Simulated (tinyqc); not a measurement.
Inside a calculation. Method: ROHF in the sto-6g basis, for H4+, spin multiplicity 2. Computed by tinyqc, a small Python program that keeps every step (integrals from PySCF). Settings: charge = 1, multiplicity = 2, basis = sto-6g, energy threshold = 1e-10, iteration cap = 68, orthogonalisation = symmetric, start = Wolfsberg-Helmholz matrix, DIIS depth = 3, method = ROHF. Command: `OMP_NUM_THREADS=1 python tinyqc.py 23512 23513 out.jsonl` (the two numbers bound the seeds that draw the settings). One thread of a shared host (Intel(R) Xeon(R) Processor @ 2.60GHz), about 0.07 s of CPU time with the checks. Later iterations appear only in the table of the cycle.

## One-electron integrals

Geometry (angstrom):

| atom | x | y | z |
|---|---|---|---|
| H | 0.0000 | 0.0000 | 0.0000 |
| H | 0.0000 | 0.0000 | 1.3860 |
| H | 0.0000 | 0.0000 | 3.7100 |
| H | 0.0000 | 0.0000 | 5.0950 |

Basis sto-6g: exponents (1/bohr^2) and contraction coefficients of normalised primitives:

| element | l (shell) | exponent | coefficient |
|---|---|---|---|
| H | s (1) | 35.5232 | 0.0092 |
| H | s (1) | 6.5131 | 0.0494 |
| H | s (1) | 1.8221 | 0.1685 |
| H | s (1) | 0.6260 | 0.3706 |
| H | s (1) | 0.2431 | 0.4165 |
| H | s (1) | 0.1001 | 0.1303 |

Overlap, kinetic and nuclear-attraction integrals over the contracted functions; the nuclear repulsion is the sum of Za Zb / Rab.

nuclear repulsion = 1.380751 hartree

overlap S:
```
        1H 1s   2H 1s   3H 1s   4H 1s
1H 1s  1.0000  0.3017  0.0058  0.0003
2H 1s  0.3017  1.0000  0.0705  0.0058
3H 1s  0.0058  0.0705  1.0000  0.3021
4H 1s  0.0003  0.0058  0.3021  1.0000
```

kinetic energy T (hartree):
```
         1H 1s    2H 1s    3H 1s    4H 1s
1H 1s   0.7685   0.0218  -0.0020  -0.0002
2H 1s   0.0218   0.7685  -0.0114  -0.0020
3H 1s  -0.0020  -0.0114   0.7685   0.0220
4H 1s  -0.0002  -0.0020   0.0220   0.7685
```

nuclear attraction V (hartree):
```
         1H 1s    2H 1s    3H 1s    4H 1s
1H 1s  -1.8654  -0.4993  -0.0079  -0.0004
2H 1s  -0.4993  -1.9893  -0.0995  -0.0079
3H 1s  -0.0079  -0.0995  -1.9895  -0.5001
4H 1s  -0.0004  -0.0079  -0.5001  -1.8657
```

core Hamiltonian H = T + V (hartree):
```
         1H 1s    2H 1s    3H 1s    4H 1s
1H 1s  -1.0969  -0.4774  -0.0099  -0.0006
2H 1s  -0.4774  -1.2207  -0.1110  -0.0099
3H 1s  -0.0099  -0.1110  -1.2210  -0.4782
4H 1s  -0.0006  -0.0099  -0.4782  -1.0972
```

## Two-electron integrals

Functions are numbered as in S; the eight-fold symmetry (ij|kl) = (ji|kl) = (kl|ij) leaves the list below.

Two-electron integrals (ij|kl) in chemists' order, unique and non-zero (hartree):
```
(11|11) 0.7750     (21|11) 0.1671     (21|21) 0.0530     (22|11) 0.3708
(22|21) 0.1671     (22|22) 0.7750     (31|11) 0.0018     (31|21) 0.0007
(31|22) 0.0026     (31|31) 1.27e-05   (32|11) 0.0152     (32|21) 0.0064
(32|22) 0.0301     (32|31) 1.62e-04   (32|32) 0.0024     (33|11) 0.1426
(33|21) 0.0535     (33|22) 0.2275     (33|31) 0.0018     (33|32) 0.0301
(33|33) 0.7750     (41|11) 7.35e-05   (41|21) 2.85e-05   (41|22) 1.19e-04
(41|31) 6.37e-07   (41|32) 8.76e-06   (41|33) 1.19e-04   (41|41) 3.48e-08
(42|11) 0.0010     (42|21) 4.01e-04   (42|22) 0.0018     (42|31) 1.08e-05
(42|32) 1.62e-04   (42|33) 0.0026     (42|41) 6.38e-07   (42|42) 1.27e-05
(43|11) 0.0365     (43|21) 0.0132     (43|22) 0.0536     (43|31) 4.01e-04
(43|32) 0.0064     (43|33) 0.1674     (43|41) 2.86e-05   (43|42) 0.0007
(43|43) 0.0532     (44|11) 0.1039     (44|21) 0.0365     (44|22) 0.1427
(44|31) 0.0010     (44|32) 0.0152     (44|33) 0.3710     (44|41) 7.35e-05
(44|42) 0.0018     (44|43) 0.1674     (44|44) 0.7750
```

## Orthogonalisation

S = U s U^T; symmetric (Loewdin) form X = U s^(-1/2) U^T, so that X^T S X = 1.

eigenvalues of S: 0.6664  0.7257  1.2628  1.3451

X:
```
         1H 1s    2H 1s    3H 1s    4H 1s
1H 1s   1.0367  -0.1605   0.0058  -0.0010
2H 1s  -0.1605   1.0387  -0.0384   0.0058
3H 1s   0.0058  -0.0384   1.0388  -0.1607
4H 1s  -0.0010   0.0058  -0.1607   1.0368
```

## Starting guess

The start is the generalised Wolfsberg-Helmholz matrix (K = 1.75) built on H; D(s) = C_occ C_occ^T for each spin.

D(alpha) at the start:
```
         1H 1s    2H 1s    3H 1s    4H 1s
1H 1s   0.2775   0.3684  -0.0259  -0.0568
2H 1s   0.3684   0.4982   0.0330  -0.0260
3H 1s  -0.0259   0.0330   0.4978   0.3683
4H 1s  -0.0568  -0.0260   0.3683   0.2776
```

D(beta) at the start:
```
        1H 1s   2H 1s   3H 1s   4H 1s
1H 1s  0.1093  0.1697  0.1710  0.1104
2H 1s  0.1697  0.2635  0.2655  0.1714
3H 1s  0.1710  0.2655  0.2675  0.1727
4H 1s  0.1104  0.1714  0.1727  0.1115
```

## Iteration 1: building the Fock matrix

J_ij = sum D_kl (ij|kl) with D = D(alpha) + D(beta), K_ij = sum D_kl (ik|jl) for each spin; F = H + J - K(s); E = tr D H + tr D J / 2 - 0.5 sum_s tr D(s) K(s) + E_nn.

Coulomb J (hartree):
```
        1H 1s   2H 1s   3H 1s   4H 1s
1H 1s  0.9610  0.3225  0.0057  0.0003
2H 1s  0.3225  1.2204  0.0731  0.0057
3H 1s  0.0057  0.0731  1.2239  0.3241
4H 1s  0.0003  0.0057  0.3241  0.9647
```

exchange K(alpha) (hartree):
```
         1H 1s   2H 1s   3H 1s    4H 1s
1H 1s   0.3646  0.2857  0.0063  -0.0062
2H 1s   0.2857  0.5268  0.0410   0.0063
3H 1s   0.0063  0.0410  0.5267   0.2860
4H 1s  -0.0062  0.0063  0.2860   0.3649
```

exchange K(beta) (hartree):
```
        1H 1s   2H 1s   3H 1s   4H 1s
1H 1s  0.1564  0.1396  0.0501  0.0280
2H 1s  0.1396  0.2863  0.1001  0.0502
3H 1s  0.0501  0.1001  0.2907  0.1421
4H 1s  0.0280  0.0502  0.1421  0.1595
```

F(alpha) (hartree):
```
         1H 1s    2H 1s    3H 1s    4H 1s
1H 1s  -0.5004  -0.4406  -0.0105   0.0059
2H 1s  -0.4406  -0.5271  -0.0789  -0.0105
3H 1s  -0.0105  -0.0789  -0.5237  -0.4401
4H 1s   0.0059  -0.0105  -0.4401  -0.4974
```

F(beta) (hartree):
```
         1H 1s    2H 1s    3H 1s    4H 1s
1H 1s  -0.2922  -0.2945  -0.0543  -0.0283
2H 1s  -0.2945  -0.2866  -0.1379  -0.0544
3H 1s  -0.0543  -0.1379  -0.2877  -0.2962
4H 1s  -0.0283  -0.0544  -0.2962  -0.2920
```

total energy of this density = -1.523538 hartree

## Iteration 1: Roothaan effective Fock matrix

With projectors Pc = D(beta) S, Po = (D(alpha) - D(beta)) S, Pv = 1 - D(alpha) S, the block xy is Px^T F Py; with Fc = (F(alpha) + F(beta))/2, the blocks are Fc for cc, oo, vv and cv, F(beta) for co and F(alpha) for ov.

effective F (hartree):
```
         1H 1s    2H 1s    3H 1s    4H 1s
1H 1s  -0.3885  -0.3663  -0.0329  -0.0185
2H 1s  -0.3663  -0.4126  -0.1020  -0.0332
3H 1s  -0.0329  -0.1020  -0.4127  -0.3680
4H 1s  -0.0185  -0.0332  -0.3680  -0.3878
```

## Iteration 1: diagonalisation and new density

Diagonalise F' = X^T F X, C = X C', fill 2 alpha and 1 beta electrons from the bottom; D(s) = C_occ C_occ^T. Each column has its largest component positive (the first on a tie).

F' = X^T F X (hartree):
```
         1        2        3        4
1  -0.3065  -0.2704  -0.0080  -0.0145
2  -0.2704  -0.3262  -0.0750  -0.0082
3  -0.0080  -0.0750  -0.3256  -0.2722
4  -0.0145  -0.0082  -0.2722  -0.3051
```

orbital energies (hartree): MO1 -0.6429, MO2 -0.5350, MO3 -0.0783, MO4 -0.0071

coefficients C:
```
          MO1      MO2      MO3      MO4
1H 1s  0.3948   0.4605   0.6363   0.5724
2H 1s  0.4613   0.4327  -0.5586  -0.6278
3H 1s  0.4648  -0.4296  -0.5329   0.6495
4H 1s  0.3985  -0.4563   0.6140  -0.5973
```

D(alpha) after iteration 1:
```
         1H 1s    2H 1s    3H 1s    4H 1s
1H 1s   0.3680   0.3814  -0.0143  -0.0528
2H 1s   0.3814   0.4001   0.0285  -0.0136
3H 1s  -0.0143   0.0285   0.4007   0.3813
4H 1s  -0.0528  -0.0136   0.3813   0.3670
```

D(beta) after iteration 1:
```
        1H 1s   2H 1s   3H 1s   4H 1s
1H 1s  0.1559  0.1822  0.1835  0.1574
2H 1s  0.1822  0.2128  0.2144  0.1838
3H 1s  0.1835  0.2144  0.2161  0.1852
4H 1s  0.1574  0.1838  0.1852  0.1588
```

## Iteration 2: building the Fock matrix

As before.

Coulomb J (hartree):
```
        1H 1s   2H 1s   3H 1s   4H 1s
1H 1s  1.0140  0.3203  0.0055  0.0003
2H 1s  0.3203  1.1498  0.0687  0.0055
3H 1s  0.0055  0.0687  1.1533  0.3218
4H 1s  0.0003  0.0055  0.3218  1.0174
```

exchange K(alpha) (hartree):
```
         1H 1s   2H 1s   3H 1s    4H 1s
1H 1s   0.4339  0.2901  0.0076  -0.0050
2H 1s   0.2901  0.4596  0.0358   0.0077
3H 1s   0.0076  0.0358  0.4602   0.2903
4H 1s  -0.0050  0.0077  0.2903   0.4334
```

exchange K(beta) (hartree):
```
        1H 1s   2H 1s   3H 1s   4H 1s
1H 1s  0.1940  0.1440  0.0509  0.0331
2H 1s  0.1440  0.2507  0.0875  0.0510
3H 1s  0.0509  0.0875  0.2545  0.1465
4H 1s  0.0331  0.0510  0.1465  0.1976
```

F(alpha) (hartree):
```
         1H 1s    2H 1s    3H 1s    4H 1s
1H 1s  -0.5168  -0.4472  -0.0120   0.0047
2H 1s  -0.4472  -0.5305  -0.0781  -0.0121
3H 1s  -0.0120  -0.0781  -0.5278  -0.4467
4H 1s   0.0047  -0.0121  -0.4467  -0.5132
```

F(beta) (hartree):
```
         1H 1s    2H 1s    3H 1s    4H 1s
1H 1s  -0.2769  -0.3011  -0.0553  -0.0334
2H 1s  -0.3011  -0.3216  -0.1297  -0.0554
3H 1s  -0.0553  -0.1297  -0.3222  -0.3028
4H 1s  -0.0334  -0.0554  -0.3028  -0.2774
```

total energy of this density = -1.537191 hartree

## Iteration 2: Roothaan effective Fock matrix

As before.

effective F (hartree):
```
         1H 1s    2H 1s    3H 1s    4H 1s
1H 1s  -0.3941  -0.3738  -0.0333  -0.0167
2H 1s  -0.3738  -0.4277  -0.1017  -0.0338
3H 1s  -0.0333  -0.1017  -0.4279  -0.3755
4H 1s  -0.0167  -0.0338  -0.3755  -0.3934
```

## Iteration 2: DIIS over 2 matrices

error matrix X^T (FDS - SDF) X:
```
         1       2        3        4
1   0.0000  0.0070   0.0019   0.0001
2  -0.0070  0.0000  -0.0001  -0.0018
3  -0.0019  0.0001   0.0000  -0.0070
4  -0.0001  0.0018   0.0070   0.0000
```

B (overlaps of the stored error matrices):
```
                1               2
1   2.8911234e-02  -2.4385974e-03
2  -2.4385974e-03   2.1091554e-04
```

Minimise |sum c_i e_i|^2 with sum c_i = 1: solve [B -1; -1 0][c; lambda] = [0; -1] with B_ij = tr e_i^T e_j, and take F = sum c_i F_i.

DIIS coefficients: 0.0779  0.9221

extrapolated F (hartree):
```
         1H 1s    2H 1s    3H 1s    4H 1s
1H 1s  -0.3937  -0.3732  -0.0333  -0.0168
2H 1s  -0.3732  -0.4265  -0.1017  -0.0337
3H 1s  -0.0333  -0.1017  -0.4267  -0.3749
4H 1s  -0.0168  -0.0337  -0.3749  -0.3930
```

## Iteration 2: diagonalisation and new density

As before.

F' = X^T F X (hartree):
```
         1        2        3        4
1  -0.3101  -0.2747  -0.0086  -0.0126
2  -0.2747  -0.3391  -0.0735  -0.0090
3  -0.0086  -0.0735  -0.3386  -0.2765
4  -0.0126  -0.0090  -0.2765  -0.3087
```

orbital energies (hartree): MO1 -0.6551, MO2 -0.5484, MO3 -0.0791, MO4 -0.0138

coefficients C:
```
          MO1      MO2      MO3      MO4
1H 1s  0.3901   0.4556   0.6396   0.5758
2H 1s  0.4650   0.4385  -0.5559  -0.6234
3H 1s  0.4688  -0.4352  -0.5290   0.6462
4H 1s  0.3943  -0.4508   0.6162  -0.6019
```

D(alpha) after iteration 2:
```
         1H 1s    2H 1s    3H 1s    4H 1s
1H 1s   0.3598   0.3812  -0.0153  -0.0516
2H 1s   0.3812   0.4086   0.0272  -0.0143
3H 1s  -0.0153   0.0272   0.4092   0.3811
4H 1s  -0.0516  -0.0143   0.3811   0.3587
```

D(beta) after iteration 2:
```
        1H 1s   2H 1s   3H 1s   4H 1s
1H 1s  0.1522  0.1814  0.1829  0.1538
2H 1s  0.1814  0.2163  0.2180  0.1834
3H 1s  0.1829  0.2180  0.2198  0.1849
4H 1s  0.1538  0.1834  0.1849  0.1555
```

## Iteration 3: building the Fock matrix

As before.

Coulomb J (hartree):
```
        1H 1s   2H 1s   3H 1s   4H 1s
1H 1s  1.0094  0.3205  0.0055  0.0003
2H 1s  0.3205  1.1555  0.0691  0.0055
3H 1s  0.0055  0.0691  1.1594  0.3221
4H 1s  0.0003  0.0055  0.3221  1.0132
```

exchange K(alpha) (hartree):
```
         1H 1s   2H 1s   3H 1s    4H 1s
1H 1s   0.4279  0.2900  0.0075  -0.0049
2H 1s   0.2900  0.4656  0.0359   0.0076
3H 1s   0.0075  0.0359  0.4662   0.2902
4H 1s  -0.0049  0.0076  0.2902   0.4274
```

exchange K(beta) (hartree):
```
        1H 1s   2H 1s   3H 1s   4H 1s
1H 1s  0.1911  0.1436  0.0509  0.0328
2H 1s  0.1436  0.2532  0.0884  0.0510
3H 1s  0.0509  0.0884  0.2574  0.1464
4H 1s  0.0328  0.0510  0.1464  0.1951
```

F(alpha) (hartree):
```
         1H 1s    2H 1s    3H 1s    4H 1s
1H 1s  -0.5154  -0.4470  -0.0119   0.0046
2H 1s  -0.4470  -0.5308  -0.0778  -0.0120
3H 1s  -0.0119  -0.0778  -0.5278  -0.4463
4H 1s   0.0046  -0.0120  -0.4463  -0.5114
```

F(beta) (hartree):
```
         1H 1s    2H 1s    3H 1s    4H 1s
1H 1s  -0.2785  -0.3006  -0.0553  -0.0331
2H 1s  -0.3006  -0.3184  -0.1303  -0.0554
3H 1s  -0.0553  -0.1303  -0.3190  -0.3025
4H 1s  -0.0331  -0.0554  -0.3025  -0.2791
```

total energy of this density = -1.537300 hartree

## Iteration 3: Roothaan effective Fock matrix

As before.

effective F (hartree):
```
         1H 1s    2H 1s    3H 1s    4H 1s
1H 1s  -0.3936  -0.3733  -0.0332  -0.0171
2H 1s  -0.3733  -0.4266  -0.1013  -0.0337
3H 1s  -0.0332  -0.1013  -0.4268  -0.3752
4H 1s  -0.0171  -0.0337  -0.3752  -0.3929
```

## Iteration 3: DIIS over 3 matrices

error matrix X^T (FDS - SDF) X:
```
         1        2        3       4
1   0.0000   0.0000  -0.0004  0.0001
2   0.0000   0.0000   0.0000  0.0005
3   0.0004   0.0000   0.0000  0.0000
4  -0.0001  -0.0005   0.0000  0.0000
```

B (overlaps of the stored error matrices):
```
                1               2               3
1   2.8911234e-02  -2.4385974e-03   6.6081752e-05
2  -2.4385974e-03   2.1091554e-04  -3.7461028e-06
3   6.6081752e-05  -3.7461028e-06   7.9458487e-07
```

As before.

DIIS coefficients: -0.0511  -0.5619  1.6130

extrapolated F (hartree):
```
         1H 1s    2H 1s    3H 1s    4H 1s
1H 1s  -0.3936  -0.3735  -0.0332  -0.0172
2H 1s  -0.3735  -0.4267  -0.1011  -0.0338
3H 1s  -0.0332  -0.1011  -0.4269  -0.3754
4H 1s  -0.0172  -0.0338  -0.3754  -0.3928
```

## Iteration 3: diagonalisation and new density

As before.

F' = X^T F X (hartree):
```
         1        2        3        4
1  -0.3100  -0.2750  -0.0085  -0.0129
2  -0.2750  -0.3392  -0.0729  -0.0091
3  -0.0085  -0.0729  -0.3387  -0.2771
4  -0.0129  -0.0091  -0.2771  -0.3084
```

orbital energies (hartree): MO1 -0.6553, MO2 -0.5488, MO3 -0.0787, MO4 -0.0134

coefficients C:
```
          MO1      MO2      MO3      MO4
1H 1s  0.3901   0.4553   0.6411   0.5745
2H 1s  0.4644   0.4396  -0.5581  -0.6211
3H 1s  0.4688  -0.4357  -0.5272   0.6472
4H 1s  0.3951  -0.4496   0.6142  -0.6044
```

D(alpha) after iteration 3:
```
         1H 1s    2H 1s    3H 1s    4H 1s
1H 1s   0.3595   0.3813  -0.0155  -0.0506
2H 1s   0.3813   0.4089   0.0262  -0.0142
3H 1s  -0.0155   0.0262   0.4097   0.3811
4H 1s  -0.0506  -0.0142   0.3811   0.3582
```

D(beta) after iteration 3:
```
        1H 1s   2H 1s   3H 1s   4H 1s
1H 1s  0.1522  0.1812  0.1829  0.1541
2H 1s  0.1812  0.2156  0.2177  0.1835
3H 1s  0.1829  0.2177  0.2198  0.1852
4H 1s  0.1541  0.1835  0.1852  0.1561
```

## Iteration 9 (converged): orbitals

converged F (hartree):
```
         1H 1s    2H 1s    3H 1s    4H 1s
1H 1s  -0.3943  -0.3722  -0.0327  -0.0171
2H 1s  -0.3722  -0.4265  -0.1011  -0.0342
3H 1s  -0.0327  -0.1011  -0.4270  -0.3764
4H 1s  -0.0171  -0.0342  -0.3764  -0.3921
```

As before.

F' = X^T F X (hartree):
```
         1        2        3        4
1  -0.3111  -0.2735  -0.0081  -0.0129
2  -0.2735  -0.3395  -0.0729  -0.0095
3  -0.0081  -0.0729  -0.3384  -0.2783
4  -0.0129  -0.0095  -0.2783  -0.3073
```

orbital energies (hartree): MO1 -0.6552, MO2 -0.5487, MO3 -0.0790, MO4 -0.0134

coefficients C:
```
          MO1      MO2      MO3      MO4
1H 1s  0.3870   0.4590   0.6577   0.5545
2H 1s  0.4616   0.4416  -0.5778  -0.6035
3H 1s  0.4716  -0.4335  -0.5062   0.6633
4H 1s  0.3981  -0.4459   0.5961  -0.6230
```

D(alpha) after iteration 9:
```
         1H 1s    2H 1s    3H 1s    4H 1s
1H 1s   0.3604   0.3814  -0.0165  -0.0506
2H 1s   0.3814   0.4081   0.0262  -0.0131
3H 1s  -0.0165   0.0262   0.4104   0.3811
4H 1s  -0.0506  -0.0131   0.3811   0.3574
```

D(beta) after iteration 9:
```
        1H 1s   2H 1s   3H 1s   4H 1s
1H 1s  0.1497  0.1786  0.1825  0.1541
2H 1s  0.1786  0.2131  0.2177  0.1838
3H 1s  0.1825  0.2177  0.2224  0.1878
4H 1s  0.1541  0.1838  0.1878  0.1585
```

## Convergence

Stop when the energy changes by less than 1e-10 hartree and every element of the error matrix X^T (F D S - S D F) X is below 3e-06.

Course of the cycle:

| iteration | E (hartree) | change | largest element of the error matrix |
|---|---|---|---|
| 1 | -1.523538 | - | 7.79e-02 |
| 2 | -1.537191 | -1.37e-02 | 7.02e-03 |
| 3 | -1.537300 | -1.09e-04 | 4.69e-04 |
| 4 | -1.537301 | -9.07e-07 | 5.65e-05 |
| 5 | -1.537301 | -5.10e-08 | 5.69e-05 |
| 6 | -1.537302 | -1.06e-07 | 4.91e-05 |
| 7 | -1.537302 | -2.54e-07 | 4.59e-06 |
| 8 | -1.537302 | -1.12e-09 | 7.14e-07 |
| 9 | -1.537302 | -7.48e-13 | 9.51e-08 |

PySCF ROHF in the same basis = -1.537302 hartree

Converged in 9 iterations.

## Populations, bond orders and dipole

Mulliken: Z minus the diagonal of D S on the atom; Loewdin: the same with S^(1/2) D S^(1/2); Mayer order: 2 sum_s sum (D(s) S)_ij (D(s) S)_ji over the two atoms.

Charges (e):

| atom | Mulliken | Loewdin | Mulliken spin |
|---|---|---|---|
| 1H | 0.3199 | 0.3181 | 0.2707 |
| 2H | 0.1916 | 0.1934 | 0.2416 |
| 3H | 0.1773 | 0.1791 | 0.2317 |
| 4H | 0.3112 | 0.3094 | 0.2560 |

Mayer bond orders:

| pair | order |
|---|---|
| 2-1 | 0.6092 |
| 3-1 | 0.1210 |
| 3-2 | 0.1731 |
| 4-1 | 0.0942 |
| 4-2 | 0.1226 |
| 4-3 | 0.6208 |

dipole moment about the origin, x y z (debye): 0.0000  0.0000  12.0513
